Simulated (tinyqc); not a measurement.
CMOS inverter, nodal equation and switching: two steps of the calculation.

An n-channel pull-down (bn, VTn) and a p-channel pull-up (bp, VTp) share the input Vin and the output node Vout, which carries the load C. Transistor (EKV form, voltages against the body): I = 2 n b Vt^2 [F(vp - Vs) - F(vp - Vd)] from drain to source, F(v) = ln^2(1 + exp(v/(2 Vt))), vp = (Vg - VT + sg |Vd - Vs|)/n. n-channel bodies are at 0; for the p-channel device all voltages are counted down from Vdd. b in uA/V^2 gives I in uA. Static: In = Ip. Transient: C dVout/dt = Ip - In. No velocity saturation, no gate capacitance beyond C.

Inputs (values chosen for the exercise):
- T = 300 K (temperature)
- Vdd = 0.75 V (supply voltage)
- n = 1.36 (slope factor)
- sg = 0.063 (drain-induced barrier lowering)
- VTn = 0.41 V (n-channel threshold)
- VTp = 0.33 V (p-channel threshold (magnitude))
- bn = 820 uA/V^2 (gain factor of the pull-down transistor)
- bp = 1600 uA/V^2 (gain factor of the pull-up transistor)
- Vin = 0.49 V (input voltage)

Constants: q = 1.602176634e-19 C, kB = 1.380649e-23 J/K, Vt = kB T/q. Results are converted to the units shown.

Task 1. Output voltage by Newton steps. f = In - Ip at (Vin, Vout); G = df/dVout by a central difference with +/- 1e-6 V; Vout(new) = Vout - f/G.

Vout after iteration 1 = -0.46668422 V

Give: In; Ip; G; Vout after iteration 2.

Result 1.

In = -162.4 uA
Ip = 1.599 uA
G = 636.6 uS
Vout after iteration 2 = -0.2091 V

The value that enters this step is an overshoot, farther from the solution than the start was, so its intermediate quantities are not physical.

Task 2. Switching point and noise margins. VM solves In = Ip with Vin = Vout. VIL and VIH are the inputs at which the gain is -1; NML = VIL - Vout(VIH), NMH = Vout(VIL) - VIH.

Give: VM; gain at VM; VIL; VIH; NML; NMH.

Result 2.

VM = 0.4295 V
gain at VM = -15.87
VIL = 0.3900 V
VIH = 0.4774 V
NML = 0.3654 V
NMH = 0.2492 V

VM lies 55 mV above Vdd/2, and the low margin is the larger one. With both transistors saturated the size of the gain tends to 1/sg = 15.9; here it is 0.016 % below that.

Numbers from tinyqc (`OMP_NUM_THREADS=1 python tinyqc.py 2340144 2340145 out.jsonl`; about 0.05 s on one thread of a shared Intel Xeon 2.30GHz).
